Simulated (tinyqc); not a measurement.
Gap and superfluid density against temperature: BCS gap equation with a constant attraction inside the Debye window. Computed by tinyqc, a small Python program. Command: `OMP_NUM_THREADS=1 python tinyqc.py 3023520 3023521 out.jsonl bcs walk`. One thread of a shared host (Intel(R) Xeon(R) Processor @ 2.30GHz), about 0.01 s of CPU time with the checks.

Pairs attract with strength V for |xi| < k_B Theta; N(0) is the density of states for one spin. Energies are given as temperatures (E/k_B, in K) unless marked.

Inputs (values chosen for the exercise, modelled on lead): coupling N(0)V = 0.369; Debye temperature Theta = 95.7 K.

Solver: bisection.

Constants: k_B = 8.617333262e-05 eV/K.

Method:
- At T = 0 the gap equation 1/(N(0)V) = int_0^Theta d xi/sqrt(xi^2 + Delta^2) has the integral arcsinh(Theta/Delta), so Delta_0 = Theta/sinh(1/(N(0)V)); weak coupling gives 2 Theta exp(-1/(N(0)V)).
- Gap equation: 1/(N(0)V) = I(Delta, T) = int_0^Theta tanh(E/2T)/E d xi, E = sqrt(xi^2 + Delta^2); 64 Gauss-Legendre points in y with xi = max(Delta, T) sinh(y).
- T_c solves I(0, T_c) = 1/(N(0)V); the weak-coupling form is T_c = (2 e^C/pi) Theta exp(-1/(N(0)V)) with Euler's C = 0.5772157, and 2 Delta_0/T_c then tends to 2 pi e^-C = 3.528.
- Interpolation tanh(1.74 sqrt(T_c/T - 1)); near T_c, 1.74 sqrt(1 - T/T_c). Clean-limit superfluid fraction 1 - (1/2T) int_0^(40 T) cosh^-2(E/2T) d xi (64 points); two-fluid rule 1 - (T/T_c)^4.

T_c = 7.21978 K

Delta_0 = 12.7914 K

Reduced quantities:
```
T/T_c  Delta/Delta_0  tanh form  square-root form  superfluid fraction  two-fluid rule
0.10         1.00000    0.99994            1.6507              1.00000         0.99990
0.20         0.99988    0.99810            1.5563              0.99890         0.99840
0.30         0.99718    0.99022            1.4558              0.98220         0.99190
0.40         0.98523    0.97221            1.3478              0.92920         0.97440
0.50         0.95730    0.94023            1.2304              0.83630         0.93750
0.60         0.90766    0.88975            1.1005              0.70977         0.87040
0.70         0.82966    0.81411            0.9530              0.55720         0.75990
0.80         0.71207    0.70137            0.7782              0.38502         0.59040
0.90         0.52732    0.52267            0.5502              0.19808         0.34390
0.95         0.38110    0.37925            0.3891              0.10025         0.18549
0.98         0.24412    0.24358            0.2461              0.04037         0.07763
```

What follows from these numbers?

The tanh form misses the gap by at most about 0.018 (at T/T_c = 0.6); the square-root form is within 3 % only from T/T_c = 0.95. The gap keeps 99 % of Delta_0 up to T/T_c = 0.3, since quasiparticles are exponentially few. The two-fluid rule exceeds the BCS superfluid fraction most, by 0.21, at T/T_c = 0.8. Caution: at this coupling retardation and damping of the phonon exchange (Eliashberg theory) matter.
